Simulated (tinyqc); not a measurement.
# Gain factor and gap resistance from two string resistances

Problem. At small bit-line voltage each of the 48 cells has the resistance 1/(K x) at overdrive x (no mobility reduction) in series with a gap resistance Rg. Find K, Rg and the share of the gaps at the higher overdrive.

resistance of a string of 48 equal cells at overdrives of 3.6 and 8.8 V (kohm): 1179.2410  573.18042

Solution. The resistance per cell is a straight line in 1/x with slope 1/K and intercept Rg.

K = 13.0 uA/V^2
Rg = 3.20 kohm
share of the gaps = 26.8 %

Program tinyqc, `OMP_NUM_THREADS=1 python tinyqc.py 2142179 2142180 out.jsonl`; Intel Xeon 2.30GHz, shared host, one thread, about 0.9 s.
